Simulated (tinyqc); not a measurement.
Bound state in one dimension: Numerov shooting, finite differences, DVR, step by step. Computed by tinyqc, a small Python program that keeps every step. Settings: points = 64. Command: `OMP_NUM_THREADS=1 python tinyqc.py 24628 24629 out.jsonl` (the two numbers bound the seeds that draw the settings). One thread of a shared host (Intel(R) Xeon(R) Processor @ 2.60GHz), about 0.01 s of CPU time with the checks.

## Numerov steps at E = 0.1

One particle of mass 1 in V = 5.64 (x^2 - 1.55^2)^2 / 1.55^4 (atomic units), psi = 0 at both ends:

| parameter | value |
|---|---|
| left end | -3.400000 |
| right end | 3.400000 |
| intervals | 64 |
| h | 0.106250 |
| state sought (nodes) | 1 |

k_i = 2 m (E - V_i); (1 + h^2 k_(i+1)/12) y_(i+1) = 2 (1 - 5 h^2 k_i/12) y_i - (1 + h^2 k_(i-1)/12) y_(i-1), from y_0 = 0, y_1 = 0.001.

Points along the way:

| i | x | V | k | y |
|---|---|---|---|---|
| 0 | -3.4000 | 81.9419 | -163.6839 | 0.0000 |
| 1 | -3.2938 | 69.7083 | -139.2165 | 0.0010 |
| 2 | -3.1875 | 58.8049 | -117.4098 | 0.0037 |
| 3 | -3.0812 | 49.1407 | -98.0813 | 0.0118 |
| 4 | -2.9750 | 40.6274 | -81.0548 | 0.0336 |
| 5 | -2.8687 | 33.1800 | -66.1600 | 0.0877 |
| 21 | -1.1687 | 1.0498 | -1.8996 | 48.9149 |
| 22 | -1.0625 | 1.5849 | -2.9699 | 55.3810 |
| 23 | -0.9563 | 2.1638 | -4.1275 | 63.7293 |
| 24 | -0.8500 | 2.7579 | -5.3157 | 75.0824 |
| 25 | -0.7438 | 3.3418 | -6.4837 | 90.9927 |
| 26 | -0.6375 | 3.8933 | -7.5865 | 113.6396 |

## Bisection on the node count

With more sign changes than the state has nodes (the last point included) the energy is too high, else too low; the bracket starts as 0.1 to 12.

Trials:

| trial | E | sign changes | y at the right end | next |
|---|---|---|---|---|
| 1 | 6.050000 | 4 | 2.08e+03 | lower |
| 2 | 3.075000 | 2 | 6.02e+05 | lower |
| 3 | 1.587500 | 0 | 2.24e+06 | raise |
| 4 | 2.331250 | 2 | 2.15e+05 | lower |
| 5 | 1.959375 | 0 | 4.09e+04 | raise |
| 6 | 2.145313 | 2 | 3.61e+04 | lower |
| 7 | 2.052344 | 1 | -6.25e+02 | raise |
| 8 | 2.098828 | 2 | 1.04e+04 | lower |
| 9 | 2.075586 | 2 | 2.80e+03 | lower |
| 10 | 2.063965 | 2 | 5.21e+02 | lower |
| 11 | 2.058154 | 1 | -1.98e+02 | raise |
| 12 | 2.061060 | 2 | 1.26e+02 | lower |
| 13 | 2.059607 | 1 | -4.49e+01 | raise |
| 14 | 2.060333 | 2 | 3.83e+01 | lower |
| ... | ... | ... | ... | ... |
| 29 | 2.060003 | 2 | 1.58e-03 | lower |
| 30 | 2.060003 | 2 | 3.05e-04 | lower |
| 31 | 2.060003 | 1 | -3.31e-04 | raise |

eigenvalue = 2.060003 hartree

## The same grid by other methods

Three-point finite differences and the sine-DVR kinetic matrix of Colbert and Miller on the same points.

Lowest levels (hartree):

| state | finite differences | DVR |
|---|---|---|
| 0 | 2.0289 | 2.0344 |
| 1 | 2.0545 | 2.0600 |
| 2 | 5.1682 | 5.1804 |
| 3 | 5.8384 | 5.8638 |
